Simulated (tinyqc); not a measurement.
Extended Hueckel theory, for H3+, step by step. The parameters take no account of the charge, which enters only through the electron count. One step of it, computed by the program tinyqc.

Problem. Wolfsberg-Helmholz matrix. H_ij = K' S_ij (H_ii + H_jj)/2 for i != j (the diagonal keeps H_ii), with K' = 1.75.

overlap S, order 1H 1s, 2H 1s, 3H 1s:
$$\begin{pmatrix}
1.000000 & 0.540724 & 0.540483 \\
0.540724 & 1.000000 & 0.540483 \\
0.540483 & 0.540483 & 1.000000
\end{pmatrix}$$

diagonal H_ii (eV): 1H 1s -13.600000, 2H 1s -13.600000, 3H 1s -13.600000

K = 1.750000

Give: H.

Solution.

H (eV), order 1H 1s, 2H 1s, 3H 1s:
$$\begin{pmatrix}
-13.6000 & -12.8692 & -12.8635 \\
-12.8692 & -13.6000 & -12.8635 \\
-12.8635 & -12.8635 & -13.6000
\end{pmatrix}$$
